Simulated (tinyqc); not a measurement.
Gated graphene: carriers, quantum capacitance and optical conductivity, step by step. Values are carried at full precision from step to step, so a last printed digit may differ when a step is redone from the rounded ones.

Cones E = +/- hv |k|, four flavours, D(E) = 2|E|/(pi hv^2). n = (2/pi)(kT/hv)^2 F_1(mu/kT), p = (2/pi)(kT/hv)^2 F_1(-mu/kT), in 1/angstrom^2 (1e16 for 1/cm^2); F_1(eta) = integral_0^infinity x dx/(1 + exp(x - eta)). Cq/e^2 = d(n - p)/d mu = (2 kT/(pi hv^2)) ln(2 + 2 cosh(mu/kT)).

Gate: V = mu/e + e (n - p)/Cox with Cox/e^2 = k/(4 pi e2 t), t in angstrom, e2 = e^2/(4 pi eps0); 1/(eV angstrom^2) in C/e^2 equals 1602.176634 microfarad/cm^2; total 1/C = 1/Cox + 1/Cq.

Constants: kB = 8.617333262e-05 eV/K; e^2/(4 pi eps0) = 14.39964547 eV angstrom; fine-structure constant alpha = 0.007297352564.

Values chosen for the exercise (Fermi velocity near that of graphene, gate dielectric near SiO2; shifted at random, so the results belong to these values and not to a real crystal):
```
symbol  value  unit         meaning
hv      6.56   eV angstrom  hbar vF
T       300    K
k       3.86                dielectric constant of the gate layer
t       30     nm           its thickness
V       -1.94  V            gate voltage from the neutrality point
E       0.405  eV           photon energy
Gm      2      meV          intraband damping
```

## Chemical potential at the gate voltage

Solve the gate equation for mu.

Cox = 0.1139 microfarad/cm^2
mu = -0.1236 eV
n = 8.27e+08 1/cm^2
p = 1.29e+12 1/cm^2

mu takes 6.4 % of the gate voltage; the zero-temperature rule |mu| = hv sqrt(pi |n - p|) gives 0.1321 eV.

## Quantum capacitance

1/(eV angstrom^2) in C/e^2 equals 1602.176634 microfarad/cm^2; 1/C = 1/Cox + 1/Cq.

Cq = 2.941 microfarad/cm^2
C = 0.1097 microfarad/cm^2
Cq at mu = 0 = 0.8494 microfarad/cm^2

C is 0.963 of Cox.

## Optical conductivity at one energy

Conductivity over sigma0 = e^2/(4 hbar): interband Re = sinh(E/2kT)/(cosh(mu/kT) + cosh(E/2kT)); intraband Re = (8 kT/pi) ln(2 cosh(mu/2kT)) Gm/(E^2 + Gm^2). A free sheet absorbs about pi alpha_f Re(sigma/sigma0), alpha_f the fine-structure constant (alpha among the constants).

Evaluate both parts and the absorption.

interband = 0.9548
intraband = 0.0019
absorption = 2.193 %

E is above 2|mu| = 0.2473 eV; at this temperature interband transitions are mostly open; the universal value is pi alpha_f = 2.293 %.

## Checks

- Cq/e^2 against the finite difference of n - p (1/(eV angstrom^2)): both 0.001835.

Computed by tinyqc, a small Python program: `OMP_NUM_THREADS=1 python tinyqc.py 1651868 1651869 out.jsonl` (the numbers bound the seed that draws the inputs); one thread of a shared host (Intel(R) Xeon(R) Processor @ 2.30GHz), about 0.01 s for the whole set of steps.
